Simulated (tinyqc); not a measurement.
## Ballast resistance and gain from the on-state line

Problem. At high current V = BV (1 + be)^(-1/n) + I Ro. Find Ro, the intercept and be.

Parameters, values chosen for the exercise: junction breakdown voltage BV = 6.4 V; exponent of the multiplication n = 4.4.

V at I = 4 and 7.9 mA/um (V): [4.9791940, 5.6811940]

Solution. The slope is Ro; the intercept over BV is (1 + be)^(-1/n).

Ro = 180 ohm um
intercept = 4.26 V
be = 5.00

Numbers from tinyqc (`OMP_NUM_THREADS=1 python tinyqc.py 2670126 2670127 out.jsonl`; about 0.02 s on one thread of a shared Intel Xeon 2.30GHz).
